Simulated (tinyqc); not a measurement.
What an interlayer buys: scattering of inversion-layer electrons by surface optical phonons of the gate insulator (remote phonon scattering). Computed by tinyqc, a small Python program. Command: `OMP_NUM_THREADS=1 python tinyqc.py 3112080 3112081 out.jsonl sophonon walk`. One thread of a shared host (Intel(R) Xeon(R) Processor @ 2.30GHz), about 0.01 s of CPU time with the checks.

One subband with the Fang-Howard envelope; insulator and channel are half-spaces, the gate is far away, and an interlayer only moves the polar surface away by t (its own modes and its permittivity contrast are left out).

Inputs (values chosen for the exercise, modelled on AlN on germanium):
```
quantity                                   value        unit
static constant of the insulator eps_0s     8.95           -
intermediate constant eps_i                 7.47           -
optical constant eps_inf                    4.77           -
hbar omega_TO1                              81.4         meV
hbar omega_TO2                              90.5         meV
constant of the channel eps_s               16.2           -
in-plane mass m                            0.117         m_0
valleys g_v                                    4           -
sheet density n                          7.6e+12      1/cm^2
mean distance of the electrons z0 = 3/b      1.2          nm
interlayer thickness t                         0          nm
temperature T                                300           K
mobility from other processes                430  cm^2/(V s)
```

Screening by the channel electrons: none.

Constants: k_B = 8.617333262e-05 eV/K; hbar^2/(2 m_0) = 3.80998212 eV angstrom^2; e^2/(4 pi eps_0) = 14.39964548 eV angstrom; hbar = 6.582119569e-16 eV s; e = 1.602176634e-19 C; m_0 = 9.1093837015e-31 kg.

Method:
- eps(w) = eps_inf + (eps_0s - eps_i) w1^2/(w1^2 - w^2) + (eps_i - eps_inf) w2^2/(w2^2 - w^2). Surface modes solve eps(w) + eps_s = 0, a quadratic in w^2; the strength of a mode is g = 2/(w d eps/dw).
- Occupation N = 1/(exp(hbar w/(k_B T)) - 1).
- Density of states D = g_v m/(pi hbar^2); eta = E_F/(k_B T) = ln(exp(n/(D k_B T)) - 1); screening wave number q_s = e^2 D/(2 eps_0 eps_avg) x 1/(1 + exp(-eta)), eps_avg = (eps_s + eps_inf)/2; b = 3/z0.
- For a mode of strength g, without the occupation factor, Area x |M(q)|^2 = e^2 hbar w g/(2 eps_0 q) x (b/(b + q))^6 exp(-2 q t).
- Approximate momentum relaxation rate, taking tau v alike in the initial and final states: 1/tau = (m/(2 pi hbar^3)) sum over modes and over absorption (N, E' = E + hbar w) and emission (N + 1, E' = E - hbar w > 0) of [(1 - f(E'))/(1 - f(E))] int_0^(2 pi) Area |M(q)|^2 (1 - cos theta) d theta, q^2 = k^2 + k'^2 - 2 k k' cos theta, f the Fermi function; 48 midpoints in theta from 0 to pi.
- mu = (e/m) int tau E f (1 - f) dE/(k_B T int f dE), by 300 midpoints from 0 to (max(eta, 0) + 14) k_B T; Matthiessen sum with the other processes.

hbar omega_SO (meV): 1 82.9738, 2 97.2303

strengths g: 1 0.00091062, 2 0.00701513

occupations N: 1 0.0420726, 2 0.0238135

b = 2.5 1/nm

q_s = 1.31196 1/nm

eta = 1.25235

Against the interlayer thickness:
```
t (nm)  remote-phonon mobility (cm^2/(V s))  total (cm^2/(V s))
0.0                              8.8594e+04              427.92
0.3                              1.4167e+05              428.70
0.6                              2.2182e+05              429.17
1.0                              3.8970e+05              429.53
1.5                              7.4628e+05              429.75
2.0                              1.3517e+06              429.86
3.0                              3.8799e+06              429.95
```

What follows from these numbers?

1 nm of interlayer raises the remote-phonon mobility by a factor 4.40, as exp(2 q t) with an effective q of 0.74 per nm; between 2 and 3 nm the effective q is 0.53. The total goes from 428 to 430 over the first nanometre.

Extremes, crossings and ranges named in words are read from the listed rows.
